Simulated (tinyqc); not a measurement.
Charge stability of a double quantum dot, constant-interaction model with a charge sensor: two steps of the calculation.

Capacitance matrix C = [[C1, -Cm], [-Cm, C2]], C1 = G1 + X1 + Cm + L1, C2 = G2 + X2 + Cm + L2. Gate charges n1 = (G1 V1 + X1 V2)/q, n2 = (X2 V1 + G2 V2)/q. The state (N1, N2) has U = (1/2) d^T E d with d = (N1 - n1, N2 - n2) and E = q^2 C^(-1). Leads at 0 V; no tunnel coupling, spin or level spacing. The sensor reads s1 <N1> + s2 <N2>.

Inputs (values chosen for the exercise):
- G1 = 2.8 aF (gate 1 to dot 1)
- G2 = 3.4 aF (gate 2 to dot 2)
- X1 = 0.6 aF (gate 2 to dot 1)
- X2 = 0.2 aF (gate 1 to dot 2)
- s1 = 0.91 (sensor weight of dot 1)
- s2 = 0.1 (sensor weight of dot 2)
- T = 1.8 K (temperature)

Constants: q = 1.602176634e-19 C, kB = 1.380649e-23 J/K, Vt = kB T/q. Results are converted to the units shown.

Task 1. Energies and occupation of the charge states. U for N1, N2 = 0, 1, 2; p is proportional to exp(-U/kB T), normalised over these nine states.

E (meV):
```
,1,2
1,10.293013,2.381219
2,2.381219,6.529150
```

gate charges: n1 1.6491315, n2 0.6521129

Give: U; p; mean charges; sensor signal.

Result 1.

```
state,U (meV),p
"(0,0)",17.946,0.00000
"(0,1)",13.026,0.00000
"(0,2)",14.635,0.00000
"(1,0)",4.565,0.00000
"(1,1)",2.026,0.00766
"(1,2)",6.016,0.00000
"(2,0)",1.477,0.26367
"(2,1)",1.319,0.72867
"(2,2)",7.691,0.00000
```

mean charges: <N1> 1.9923, <N2> 0.7363
sensor signal = 1.8867

The ground state is (2,1), 0.158 meV (1.02 kB T) below (2,0).

Task 2. Triple points. The states (0,0), (1,0), (0,1) meet where E n = (EC1/2, EC2/2), and (1,1), (1,0), (0,1) where E n = (EC1/2 + ECm, EC2/2 + ECm); the gate voltages follow from n.

E (meV):
```
,1,2
1,10.293013,2.381219
2,2.381219,6.529150
```

Find: gate charges; gate voltages; distance between the points.

Result 2.

gate charges:
```
,n1,n2
electron point,0.4197,0.3469
hole point,0.5803,0.6531
```

gate voltages (mV):
```
,V1,V2
electron point,20.78,15.13
hole point,26.95,29.19
```

distance between the points = 15.36 mV

The line between the two points is the (1,0)-(0,1) transition, where an electron moves from dot to dot.

Program tinyqc, `OMP_NUM_THREADS=1 python tinyqc.py 2470017 2470018 out.jsonl`; Intel Xeon 2.30GHz, shared host, one thread, about 0.01 s.
